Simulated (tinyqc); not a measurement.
Grain growth, pinning, strength and diffusional creep of a polycrystal or thin film: one step, computed by the program tinyqc. Command: `OMP_NUM_THREADS=1 python tinyqc.py 3002790 3002791 out.jsonl grain walk`. One thread of a shared host (Intel(R) Xeon(R) Processor @ 2.30GHz), about 0.01 s of CPU time with the checks.

One mean grain size d describes the structure.

Question. Grain size after the anneal. dd/dt = 2 M gamma (1/d - 1/d_lim) integrates to 2 M gamma t = d_lim (d0 - d) + d_lim^2 ln[(d_lim - d0)/(d_lim - d)]; without pinning d^2 = d0^2 + 4 M gamma t.

Inputs (values chosen for the exercise, modelled on copper):
```
quantity               value   unit
boundary energy gamma    0.6  J/m^2
anneal temperature T     475      K
anneal time t           8800      s
initial grain size d0     96     nm
```

mobility M = 6.671620e-19 m^4/(J s)

limit d_lim = 3508.772 nm

Give: size without pinning; grain size d.

Answer.

size without pinning = 152.7 nm

grain size d = 151.0 nm

Pinning holds d to 99 % of the free value.
